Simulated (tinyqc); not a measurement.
Plane-wave Kohn-Sham cycle with exchange-only LDA in a layered model solid, step by step. One step of it, computed by the program tinyqc.

Problem. Iteration 1: levels at that k. Diagonalise the Hermitian matrix.

H (hartree), lower triangle:
```
,-2,-1,+0,+1,+2
-2,0.162690
-1,-0.265000,-0.138506
+0,-0.025000,-0.265000,-0.198746
+1,0.000000,-0.025000,-0.265000,-0.018028
+2,0.000000,0.000000,-0.025000,-0.265000,0.403647
```

Give: eigenvalues.

Solution.

eigenvalues (hartree): -0.585  -0.204  0.106  0.348  0.546
